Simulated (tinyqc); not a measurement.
Along the channel and with depth: stress in a transistor channel from embedded alloy regions, liners and fins, by half-space elasticity. Computed by tinyqc, a small Python program. Command: `OMP_NUM_THREADS=1 python tinyqc.py 3014649 3014650 out.jsonl stressor walk`. One thread of a shared host (Intel(R) Xeon(R) Processor @ 2.30GHz), about 0.01 s of CPU time with the checks.

Plane strain in an isotropic half-space, the same constants everywhere; x along the channel from its centre, y downwards from the free surface; stress is positive in tension.

Inputs (values chosen for the exercise, modelled on silicon):
```
quantity,value,unit
alloy fraction x,0.011,-
"lattice change per unit x, beta",-0.44,-
Young's modulus E,169,GPa
Poisson ratio nu,0.23,-
channel length L,38,nm
length of each stressor S,25,nm
recess depth d,80,nm
depth of the field point y,5.1,nm
```

Stressor: Si(1-x)C(x) source and drain.

Method. Misfit e = beta x. A fully constrained inclusion holds the stress -p with p = E e/(1 - 2 nu); a blanket film would hold -E e/(1 - nu) in the plane. A line element dA of misfit at (a, c) in the half-space gives, with C = E e/(2 pi (1 - nu)), X = x - a, r1^2 = X^2 + (y - c)^2, r2^2 = X^2 + Y^2, Y = y + c: s_xx = -C dA {[X^2 - (y - c)^2]/r1^4 + 3 [X^2 - Y^2]/r2^4 + 4 y Y (Y^2 - 3 X^2)/r2^6}, s_yy = C dA {[X^2 - (y - c)^2]/r1^4 - [X^2 - Y^2]/r2^4 + 4 y Y (Y^2 - 3 X^2)/r2^6}. These are integrated over two rectangles, L/2 < |a| < L/2 + S, 0 < c < d (closed form in a, 200 Gauss-Legendre points in c).

misfit e = -0.00484

Stress (MPa):
```
2x/L,s_xx at y,s_yy at y,s_xx at d/2,s_xx at 1.5 d
0.0,157.62,-7.93,101.97,-72.425
0.2,147.21,-9.75,104.85,-72.795
0.4,112.70,-17.51,113.14,-73.851
0.6,44.36,-44.04,125.85,-75.428
0.8,-56.94,-152.63,141.37,-77.272
```

What follows from these numbers?

Near the surface s_xx changes by -136 % from the centre to 2x/L = 0.8. At the centre, s_xx at half the recess depth is 0.65 of its value at y, and below the recess -0.46. An element acts with the sign of X^2 - (y - c)^2, so its direct term reverses where the offset in depth exceeds the lateral distance, and the image terms that amplify the stress near the surface fade with depth.
